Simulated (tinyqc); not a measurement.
Surface potential of a MOS transistor: implicit equation and explicit approximations: one step of the calculation.

p-type body, charge-sheet picture, depletion and inversion only, full ionisation (an idealisation for deep acceptors), Boltzmann statistics (rough once Na exp(x - xn) passes about Nc/7). In units of Vt: xg = (Vg - Vfb)/Vt, x = psi/Vt, G = gamma/sqrt(Vt), xn = (2 phiF + Vc)/Vt. The implicit equation is (xg - x)^2 = G^2 [x - 1 + exp(x - xn)] for x above about 3. Cox = eps0 eox/tox.

Problem. Explicit approximation. Depletion value a = 1 + [sqrt(G^2/4 + xg - 1) - G/2]^2; inversion value b = xn + ln[(xg - xn)^2/G^2 - xn + 1] and first guess y = min(a, b) - ln(1 + exp(-|a - b|)) if a > xn + 1, else b = y = a; one second-order correction with D = exp(y - xn), p = 2 (xg - y) + G^2 (1 + D), w = (xg - y)^2 - G^2 (y - 1 + D): z = y + 2 w/(p + sqrt(p^2 - 2 (2 - G^2 D) w)), or the Newton step z = y + w/p where the root is not real.

G = 1.3001871
xn = 64.206260
xg = 68.698747

Wanted: a; b; y; p; w; z.

Solution.

a = 58.813
b = 58.813
y = 58.813
p = 21.470
w = -0.0076854
z = 58.812

The root of the implicit equation is x = 58.8125; y misses it by 3.6e-4 and z by 0, in units of Vt.

Computed by the program tinyqc: `OMP_NUM_THREADS=1 python tinyqc.py 2122086 2122087 out.jsonl`, one thread of a shared Intel Xeon 2.30GHz, about 0.01 s for the whole run.
